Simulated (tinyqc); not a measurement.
From total D back to growth temperature T_g: self-consistent Fermi level with native defects, at growth and after a quench. Computed by tinyqc, a small Python program. Command: `OMP_NUM_THREADS=1 python tinyqc.py 3016637 3016638 out.jsonl scfermi inv`. One thread of a shared host (Intel(R) Xeon(R) Processor @ 2.30GHz), about 0.1 s of CPU time with the checks.

Energies are counted from the top of the valence band (VBM); when the gap shrinks with temperature the conduction band moves and the levels stay. D and A draw on one reservoir with opposite signs, as the two vacancies of a compound do.

Inputs (values chosen for the exercise, with bands modelled on ZnSe):

| quantity | value | unit |
|---|---|---|
| gap E_g at 300 K | 2.75 | eV |
| slope -dE_g/dT above 300 K | 0.00058 | eV/K |
| electron mass m_e | 0.149 | m_0 |
| valleys M_c | 1 | - |
| hole mass m_h | 0.778 | m_0 |
| E_f of the neutral native donor D | 1.366 | eV |
| E_f of the neutral native acceptor A | 2.715 | eV |
| shift s of the chemical potential | -0.19 | eV |
| site density N_s | 1.5e+22 | cm^-3 |

Added shallow dopant: none.

levels of D above the VBM, most positive state first (eV): 1.03  1.51

levels of A above the VBM, (0/-1) first (eV): 0.16

Constants: m_0 = 9.1093837015e-31 kg; k_B = 1.380649e-23 J/K; h = 6.62607015e-34 J s; k_B = 8.617333262e-05 eV/K.

Method:
- E_f(D, 0) = input + s and E_f(A, 0) = input - s; E_f(q, E_F = 0) follows from the levels, eps(q/q-1) = E_f(q - 1) - E_f(q) at E_F = 0.
- E_g(T) = E_g - slope x max(0, T - 300 K).
- N_c = 2 M_c (2 pi m_e k_B T/h^2)^(3/2) and N_v = 2 (2 pi m_h k_B T/h^2)^(3/2), masses in units of m_0.
- At growth T = T_g.
- n = N_c F_1/2((E_F - E_g)/k_B T), p = N_v F_1/2(-E_F/k_B T).
- F_1/2(eta) = (2/sqrt(pi)) int_0^infinity sqrt(x)/(1 + exp(x - eta)) dx, by the trapezoid rule in t = sqrt(x) with step 0.02 up to t = 12 (for eta < -12 by exp(eta) - exp(2 eta)/2^(3/2)).
- In equilibrium c_q = N_s exp(-(E_f(q, 0) + q E_F)/k_B T).
- Net charge = p - n + sum q c_q; the log ratio is ln(positive charge/negative charge).
- E_F is the root of the log ratio, by 50 bisections between -0.5 eV and E_g + 0.5 eV.

Problem. A run gave the result below. Find the growth temperature T_g, known to lie between 1000 and 1700 K.

total D = 8.705216e+17 cm^-3

Solution.

Each step takes the trial c = (a f_b - b f_a)/(f_b - f_a), f being the result less the target and a, b, c the logarithms of the listed values; c replaces end b, the old b replaces a if the sign of f changed, and otherwise f_a is halved.

Scan of the range:

| growth temperature T_g (K) | total D (cm^-3) |
|---|---|
| 1000 | 2.14482e+16 |
| 1090 | 6.84239e+16 |
| 1190 | 2.03237e+17 |
| 1300 | 5.57757e+17 |
| 1420 | 1.41108e+18 |
| 1560 | 3.49723e+18 |
| 1700 | 7.49282e+18 |

False position (Illinois rule, in the logarithm of the input) inside the bracket:

| step | end a | end b | trial | total D (cm^-3) |
|---|---|---|---|---|
| 1 | 1300.00 | 1420.00 | 1342.76 | 7.90811e+17 |
| 2 | 1420.00 | 1342.76 | 1352.44 | 8.53359e+17 |
| 3 | 1420.00 | 1352.44 | 1356.39 | 8.79943e+17 |
| 4 | 1352.44 | 1356.39 | 1354.99 | 8.70436e+17 |
| 5 | 1356.39 | 1354.99 | 1355.00 | 8.70521e+17 |
| 6 | 1356.39 | 1355.00 | 1355.00 | 8.70522e+17 |
| 7 | 1355.00 | 1355.00 | 1355.00 | 8.70522e+17 |

Total D rises at every point of a 13-point scan of the range (every second point is shown), so one value fits; it is bracketed by 1300 and 1420. Answer: growth temperature T_g = 1355 K.
